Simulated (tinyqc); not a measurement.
# Worked calculation: free and trapped electrons in a MOS channel with a dense trap tail

Numbers from tinyqc (`OMP_NUM_THREADS=1 python tinyqc.py 2222018 2222019 out.jsonl`; about 0.03 s on one thread of a shared Intel Xeon 2.30GHz). Printed values are rounded.

p-type body, charge-sheet picture, full ionisation (an idealisation for deep acceptors), Boltzmann statistics for free electrons. e = Ec - EF at the surface. Acceptor-like traps of density D(E) = D0 + De exp(-E/Ew) at depth E below Ec, from 0 to Eu, hold n_t = integral of D(E)/(1 + exp((e - E)/Vt)). psi = Eg - Vt ln(Nv/Na) - e; N_dep = sqrt(2 eps0 eps_r Na (psi - Vt)/q); n_f = sqrt(N_dep^2 + 2 eps0 eps_r Vt Nc exp(-e/Vt)/q) - N_dep; Vg = Vfb + psi + q (N_dep + n_t + n_f)/Cox, Cox = eps0 eox/tox.

Inputs (values chosen for the exercise); band and dielectric values close to those of silicon:

| symbol | value | unit | meaning |
|---|---|---|---|
| T | 300 | K | temperature |
| Eg | 1.14 | eV | band gap |
| eps_r | 11.9 |  | relative permittivity |
| Nc | 2.76e19 | cm^-3 | conduction-band density of states at T |
| Nv | 2.66e19 | cm^-3 | valence-band density of states at T |
| eox | 3.9 |  | relative permittivity of the insulator |
| tox | 31 | nm | insulator thickness |
| Na | 5.4e15 | cm^-3 | acceptor density |
| Vfb | -0.83 | V | flat-band voltage without trapped charge |
| D0 | 1.7e10 | cm^-2 eV^-1 | constant background density of acceptor-like traps |
| De | 3.2e12 | cm^-2 eV^-1 | density of the tail at the conduction edge |
| Ew | 0.12 | eV | decay energy of the tail |
| Eu | 0.75 | eV | depth below Ec down to which the traps reach |
| mf | 60 | cm^2/(V s) | mobility of free electrons |
| e | 0.14 | eV | Ec - EF at the surface |

Constants: q = 1.602176634e-19 C, kB = 1.380649e-23 J/K, Vt = kB T/q, eps0 = 8.8541878128e-14 F/cm where lengths are in cm. Results are converted to the units shown.

## Trapped charge

Trapezoid rule on 14 equal steps from 0 to Eu, f = 1/(1 + exp((e - E)/Vt)).

| point | E (eV) | D(E) f (cm^-2 eV^-1) |
|---|---|---|
| 0 | 0 | 1.424385e10 |
| 1 | 0.05357143 | 7.044448e10 |
| 2 | 0.1071429 | 2.908104e11 |
| 3 | 0.1607143 | 5.905078e11 |
| 4 | 0.2142857 | 5.239629e11 |
| 5 | 0.2678571 | 3.578091e11 |
| 6 | 0.3214286 | 2.365039e11 |
| 7 | 0.375 | 1.575804e11 |
| 8 | 0.4285714 | 1.069686e11 |
| 9 | 0.4821429 | 7.457259e10 |
| 10 | 0.5357143 | 5.384132e10 |
| 11 | 0.5892857 | 4.057512e10 |
| 12 | 0.6428571 | 3.208594e10 |
| 13 | 0.6964286 | 2.665364e10 |
| 14 | 0.75 | 2.317745e10 |

n_t = 1.382693e11 cm^-2

With 1600 steps n_t = 1.384e11 cm^-2; the coarse value is 0.079 % below it.

## Charges and gate voltage

psi, N_dep, n_f and Vg as defined, with the n_t given; free share n_f/(n_f + n_t); apparent mobility mf n_f/(n_f + n_t); gate voltage spent on traps q n_t/Cox.

psi = 0.7801994 V
N_dep = 2.314676e11 cm^-2
n_f = 7.726258e10 cm^-2
Vg = 0.5931325 V
free share = 35.84740 %
apparent mobility = 21.50844 cm^2/(V s)
gate voltage spent on traps = 0.1988770 V
